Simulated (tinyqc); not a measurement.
# Ideality from Voc and Vmp

Problem. An ideal cell J = Jsc - J0 (exp(V/(n Vt)) - 1) has exp((Voc - Vmp)/(n Vt)) = 1 + Vmp/(n Vt) at maximum power. Find n, J0 and FF.

Inputs (values chosen for the exercise):
- T = 300 K (temperature)

Constants: q = 1.602176634e-19 C, kB = 1.380649e-23 J/K, Vt = kB T/q. Results are converted to the units shown.

Jsc = 441 mA/cm^2
Voc = 0.27205801 V
Vmp = 0.19781992 V

Solution. With a = n Vt, a ln(1 + Vmp/a) rises steadily with a, so Voc - Vmp fixes it; J0 follows from Voc.

n = 1.67
J0 = 8.10e-4 A/cm^2
FF = 0.598

tinyqc, about 0.01 s, one thread, Intel Xeon 2.30GHz (shared host): `OMP_NUM_THREADS=1 python tinyqc.py 2280121 2280122 out.jsonl`
